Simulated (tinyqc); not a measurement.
# Trap density from the capacitance step

Problem. A junction with shallow donors Nd and a deep trap has C_HF = eps0 eps_r/W and C_LF = eps0 eps_r (Nd + Nt)/(Nd W + Nt xt), xt = W - lam. Find W, xt and Nt.

Inputs (values chosen for the exercise):
- eps_r = 15.8 (relative permittivity)
- Nd = 1.7e16 cm^-3 (shallow donor density)

Constants: eps0 = 8.8541878128e-14 F/cm where lengths are in cm. Results are converted to the units shown.

C_HF = 37.980333 nF/cm^2
C_LF = 38.676796 nF/cm^2
lam = 100.59700 nm

Solution. C_HF gives W. With y = C_LF/C_HF, Nt/Nd = (y - 1)/(1 - y xt/W).

W = 368.3 nm
xt = 267.7 nm
Nt = 1.200e15 cm^-3

Numbers from tinyqc (`OMP_NUM_THREADS=1 python tinyqc.py 2050024 2050025 out.jsonl`; about 0.01 s on one thread of a shared Intel Xeon 2.30GHz).
